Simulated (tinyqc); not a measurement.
Pi bands of a honeycomb layer in tight binding: one step. Levels at Gamma, M and K.

Lattice vectors a (1,0) and a (1/2, sqrt3/2); f = exp(i ky a/sqrt3) + 2 cos(kx a/2) exp(-i ky a/(2 sqrt3)), w = |f|. H = [[D - t2 F, -t f], [., -D - t2 F]] with F = w^2 - 3, S = [[1, s0 f], [., 1]]; the levels solve det(H - E S) = 0. K = (4 pi/3a, 0), M = (pi/a, pi/(sqrt3 a)); w = 3, 1, 0 at Gamma, M, K.

Values chosen for the exercise (of the size used for graphene; the results hold for these values, not for the real material):
```
symbol  value  unit  meaning
t       2.69   eV    nearest hopping
t2      0.08   eV    second-neighbour hopping
s0      0.135        overlap of neighbours
D       0      eV    +D on A, -D on B
```

Problem. Solve the quadratic (e - E)^2 - D^2 - (t + s0 E)^2 w^2 = 0 with e = -t2 (w^2 - 3), for w = 3, 1, 0.

Give: a table of point, w, lower, upper, difference.

Solution.

Levels (eV):
```
point  w    lower    upper  difference
Gamma  3  -6.0854  12.7563     18.8417
M      1  -2.2291   3.2948      5.5239
K      0   0.2400   0.2400      0.0000
```

Measured from the middle of the levels at K (0.240 eV), the upper band reaches 12.516 eV and the lower -6.325 eV at Gamma: the upper band is the wider; overlap stretches the upper band and positive t2 the lower. The saddle points at M give the absorption peak at 5.524 eV in this one-electron picture.

(tinyqc, `OMP_NUM_THREADS=1 python tinyqc.py 1450254 1450255 out.jsonl`, Intel(R) Xeon(R) Processor @ 2.30GHz, 1 thread, shared host, about 0.01 s.)
